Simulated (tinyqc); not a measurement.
Convergence with the plane-wave basis: k.p theory built from an empirical-pseudopotential calculation at Gamma.

Empirical pseudopotential on the fcc lattice, atoms at +/- tau, tau = a (1,1,1)/8, no spin-orbit coupling. H(G,G') = c (2 pi/a)^2 |k + G|^2 delta + VS(q) cos(q.tau) + i VA(q) sin(q.tau), q = G - G', c = hbar^2/2m0; k and G in units of 2 pi/a; VS at |q|^2 = 3, 8, 11 and VA at 3, 4, 11, in rydberg, zero elsewhere. The basis holds all G with |G|^2 up to a cut-off. Energies are counted from the fourth level at Gamma.

For a multiplet A of d_A states, W(B) = (4 c/(3 d_A)) sum over n in A, m in B and i = x, y, z of |<n|G_i|m>|^2 (G in 1/angstrom, <n|G_i|m> = sum_G c_n(G)* G_i c_m(G)); the mean inverse mass of A is 1 + sum_B W(B)/(E_A - E_B). Multiplets with W = 0 are left out.

Valence parameters: D(u) = c + 4 c^2 sum_m <n|u.G|m><m|u.G|n'>/(0 - E_m) on the valence triplet, in units of c, has eigenvalues L, M, M along [100] and (L + 2M + 2N)/3, (L + 2M - N)/3 twice along [111]; g1 = -(L + 2M)/3, g2 = -(L - M)/6, g3 = -N/6.

Constants: hbar^2/2m0 = 3.80998211 eV angstrom^2; Ry = 13.60569312 eV.

Inputs chosen for the exercise (out of a larger set: near those of GaAs; not measured data):
```
symbol  value                  unit      meaning
a       5.648                  angstrom  lattice constant
VS      (-0.228, 0.009, 0.06)  Ry        symmetric form factors
VA      (0.069, 0.049, 0.008)  Ry        antisymmetric form factors
```

E_s is the lowest empty singlet, Ep its W to the valence triplet, m its mass.

Results:
```
cut-off  plane waves  E_s (eV)  Ep (eV)  m (m0)    g1    g2    g3
8                 27     1.350    17.99  0.0700  6.05  1.87  2.62
11                51     1.376    18.32  0.0701  6.01  1.96  2.56
12                59     1.414    18.31  0.0719  5.97  1.87  2.52
16                65     1.414    18.33  0.0719  5.98  1.87  2.52
19                89     1.413    18.33  0.0718  5.98  1.87  2.52
20               113     1.416    18.32  0.0720  5.97  1.87  2.52
24               137     1.417    18.32  0.0720  5.97  1.86  2.52
```

Against the last row, E_s errs most, by -0.067 eV, at cut-off 8, and by -0.001 eV in the last row but one. Ep varies by 1.8 % over the table and m by 2.8 %: the mass, near E_s/Ep, inherits the errors of both. Local form factors fix the converged values only roughly. The gap is a difference of two levels, so it need not converge steadily, and here it does not.

(tinyqc, `OMP_NUM_THREADS=1 python tinyqc.py 1081177 1081178 out.jsonl`, Intel(R) Xeon(R) Processor @ 2.30GHz, 1 thread, shared host, about 0.6 s.)
